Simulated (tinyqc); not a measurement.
Lifetime against injection: Shockley-Read-Hall recombination through one deep level.

One level at Et with degeneracy 1: tn = 1/(sn vth Nt), tp = 1/(sp_ vth Nt), n1 = Nc exp((Et - Eg)/kT), p1 = Nv exp(-Et/kT), ni^2 = n1 p1. Equilibrium n0 = Nm, p0 = ni^2/Nm; n = n0 + dn, p = p0 + dn. U = (n p - ni^2)/(tp (n + n1) + tn (p + p1)), lifetime dn/U; emission rates en = sn vth n1, ep = sp_ vth p1.

Constants: kB = 8.617333262e-05 eV/K.

Parameters, chosen for this exercise (gap and densities of states near those of SiC at this temperature; the results hold for these values, not for the real material):

| symbol | value | unit | meaning |
|---|---|---|---|
| Eg | 3.251 | eV | gap |
| Nc | 1.8e+19 | 1/cm^3 | conduction-band density of states |
| Nv | 3.18e+19 | 1/cm^3 | valence-band density of states |
| T | 300 | K |  |
| Et | 1.086 | eV | recombination level above Ev |
| Nt | 1.2e+16 | 1/cm^3 | defects |
| sn | 1.4e-15 | cm^2 | electron capture cross-section |
| sp_ | 1.3e-16 | cm^2 | hole capture cross-section |
| vth | 13000000 | cm/s | thermal velocity, both carriers |
| Nm | 1.2e+17 | 1/cm^3 | equilibrium electrons for the lifetime steps |

Recombination:

| dn (1/cm^3) | lifetime (microsecond) | U (1/(cm^3 s)) |
|---|---|---|
| 1.0e+11 | 0.04931 | 2.03e+18 |
| 1.0e+12 | 0.04931 | 2.03e+19 |
| 1.0e+13 | 0.04931 | 2.03e+20 |
| 1.0e+14 | 0.04931 | 2.03e+21 |
| 1.0e+15 | 0.04935 | 2.03e+22 |
| 1.0e+16 | 0.04966 | 2.01e+23 |
| 1.0e+18 | 0.05340 | 1.87e+25 |

Give the missing row, dn (1/cm^3) = 1.0e+17.

Computed row:
```
dn (1/cm^3)  lifetime (microsecond)  U (1/(cm^3 s))
1.0e+17                     0.05139        1.95e+24
```

The lifetime rises from 0.04931 to 0.0534 microsecond; tn + tp = 0.05389. At low injection it is tp (1 + n1/n0) + tn p1/n0 with n1/Nm = 6.4e-35 and p1/Nm = 1.5e-16: re-emission is negligible, so minority capture alone counts. Auger and radiative paths are left out; they cut in at the highest injections, and in a doped direct-gap crystal the radiative one counts at all injections. dn = dp neglects trapped charge, which matters where the traps hold a charge comparable with dn, at low injection and with very unequal cross sections.

tinyqc: `OMP_NUM_THREADS=1 python tinyqc.py 1680779 1680780 out.jsonl`; about 0.01 s, one thread, shared Intel(R) Xeon(R) Processor @ 2.30GHz.
